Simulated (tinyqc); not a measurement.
# Inputs raised by 10 %, one at a time

Model: strain, valley repopulation and piezoresistance in a many-valley conduction band. Computed by tinyqc, a small Python program. Command: `OMP_NUM_THREADS=1 python tinyqc.py 3019099 3019100 out.jsonl valleys sens`. One thread of a shared host (Intel(R) Xeon(R) Processor @ 2.30GHz), about 0.04 s of CPU time with the checks.

Valleys are ellipsoids with mass m_l along the axis a and m_t across it, parabolic, with one constant relaxation time; strain shifts the valleys and leaves the masses alone. Currents are taken along [111], along the load, and along [1-10], across the load.

Inputs (values chosen for the exercise, modelled on silicon):
```
quantity                               value    unit
longitudinal mass m_l                  0.911     m_0
transverse mass m_t                    0.191     m_0
shear deformation potential Xi_u        9.12      eV
dilation deformation potential Xi_d      1.1      eV
C11                                      165     GPa
C12                                     63.9     GPa
C44                                     80.2     GPa
stress X (tension positive)              210     MPa
electron density n                   6.6e+17  1/cm^3
relaxation time tau                      110      fs
temperature T                            300       K
```

Valley axes: <100> (6 valleys in 3 pairs). Load: uniaxial [111].

Constants: k_B = 8.617333262e-05 eV/K; m_0 = 9.1093837015e-31 kg; k_B = 1.380649e-23 J/K; hbar = 1.054571817e-34 J s; e = 1.602176634e-19 C.

Method:
- Compliances S11 = (C11 + C12)/((C11 - C12)(C11 + 2 C12)), S12 = -C12/((C11 - C12)(C11 + 2 C12)), S44 = 1/C44; stress sigma_ij = X n_i n_j for the unit vector n of the load; e_xx = S11 sigma_xx + S12 (sigma_yy + sigma_zz), e_xy = S44 sigma_xy/2 (tensor strain).
- Herring-Vogt shift of a valley with unit axis a: dE = Xi_d tr(e) + Xi_u a.e.a.
- Each of the 6 valleys holds n_v = N_v (2/sqrt(pi)) F_1/2((E_F - dE_v)/(k_B T)), N_v = 2 (m_d k_B T/(2 pi hbar^2))^(3/2), m_d = (m_l m_t^2)^(1/3); E_F solves sum n_v = n and is counted from the unstrained edge.
- F_j(eta) = int_0^infinity x^j/(1 + exp(x - eta)) dx, without a gamma-function factor. It is evaluated after integrating by parts.
- Integrals over x = E/(k_B T) use 160 Gauss-Legendre points in u = sqrt(x) from 0 to sqrt(max(eta, 0) + 32).
- Mobility tensor mu = e tau sum_v (n_v/n) [1/m_t + (1/m_l - 1/m_t) a a^T]; unstrained mu_0 = e tau (1/m_l + 2/m_t)/3; resistivity along d from the inverse tensor, rho_d = d.mu^-1.d/(n e), mobility along d = 1/(d.mu^-1.d); gauge pi_d = (rho_d/rho_0 - 1)/X.
- With eta_0 the reduced Fermi level without strain, r = F_-1/2(eta_0)/(2 F_1/2(eta_0)) (1 for a classical gas) and c = r (Xi_u/k_B T) (m_l - m_t)/(2 m_l + m_t): pi11 = -(2/3) c (S11 - S12), pi12 = -pi11/2, pi44 = 0, with S11 - S12 = 1/(C11 - C12).

Runs; columns: (1) input moved; (2) from; (3) to; (4) mobility along the first direction (cm^2/(V s)); (5) mobility along the second direction (cm^2/(V s)); (6) degeneracy factor r:
```
(1)                                           (2)       (3)     (4)     (5)      (6)
base run                                        -         -  746.08  746.08  0.99158
longitudinal mass m_l (m_0)                 0.911    1.0021  739.64  739.64  0.99196
C11 (GPa)                                     165     181.5  746.08  746.08  0.99158
C44 (GPa)                                    80.2     88.22  746.08  746.08  0.99158
stress X (tension positive) (MPa)             210       231  746.08  746.08  0.99158
electron density n (1/cm^3)               6.6e+17  7.26e+17  746.08  746.08  0.99074
temperature T (K)                             300       330  746.08  746.08  0.99269
dilation deformation potential Xi_d (eV)      1.1      1.21  746.08  746.08  0.99158
```

Exponents ln(y'/y) / ln(x'/x):
```
input                                mobility along the first direction  mobility along the second direction  degeneracy factor r
longitudinal mass m_l                                            -0.091                               -0.091                0.004
C11                                                               0.000                                0.000                0.000
C44                                                               0.000                                0.000                0.000
stress X (tension positive)                                       0.000                                0.000                0.000
electron density n                                                0.000                                0.000               -0.009
temperature T                                                     0.000                                0.000                0.012
dilation deformation potential Xi_d                               0.000                                0.000                0.000
```

Among the inputs moved here: mobility along the first direction answers most in size to longitudinal mass m_l (exponent -0.091); its exponent is below 0.0005 for C11, C44, stress X (tension positive), electron density n, temperature T, dilation deformation potential Xi_d. Mobility along the second direction answers most in size to longitudinal mass m_l (exponent -0.091); its exponent is below 0.0005 for C11, C44, stress X (tension positive), electron density n, temperature T, dilation deformation potential Xi_d. Degeneracy factor r answers most in size to temperature T (exponent +0.012), next to electron density n (-0.009); its exponent is below 0.0005 for C11, C44, stress X (tension positive), dilation deformation potential Xi_d.
